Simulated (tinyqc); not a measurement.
Delay unit and parasitic delay from two ring oscillators.

Problem. A ring of 21 inverters oscillates at 1/(2 x 21 d), with stage delay d = tau (h + p) for fan-out h. Find tau, p and the delay at fan-out 4.

frequencies of 21-stage ring oscillators with fan-out 1 and 4 (GHz): 2.1965519  0.77330011

Solution. d is a straight line in h with slope tau and intercept tau p.

tau = 6.650 ps
p = 0.6300
delay at fan-out 4 = 30.79 ps

Numbers from tinyqc (`OMP_NUM_THREADS=1 python tinyqc.py 2082146 2082147 out.jsonl`; about 0.01 s on one thread of a shared Intel Xeon 2.30GHz).
